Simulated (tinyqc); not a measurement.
Equation-of-state fits to an energy-volume table made by a known binding curve: one step, computed by the program tinyqc.

With x = (V/V_0)^(1/3), the energy per atom is E = -D [1 + eta (x - 1)] exp(-eta (x - 1)), so that B0 = D eta^2/(9 V_0) and B' = 1 + 2 eta/3. B' = dB/dP at P = 0.

Problem. Exact values of the curve. B0 and B' from the formulas above; P = -dE/dV at V = c V_0 (c the compression chosen), from the curve itself.

Inputs (values chosen for the exercise, for a model crystal): cohesive energy D = 3.33 eV/atom; true volume V_0 = 20.8 angstrom^3/atom; stiffness eta = 3.69; compression V/V_0 for the pressure test = 0.75.

Binding curve: universal binding. Noise: none.

Constants: 1 eV/angstrom^3 = 160.2176634 GPa.

Give: exact B0; exact B'; exact pressure at c V_0.

Solution.

exact B0 = 38.81 GPa

exact B' = 3.46

exact pressure at c V_0 = 18.07 GPa
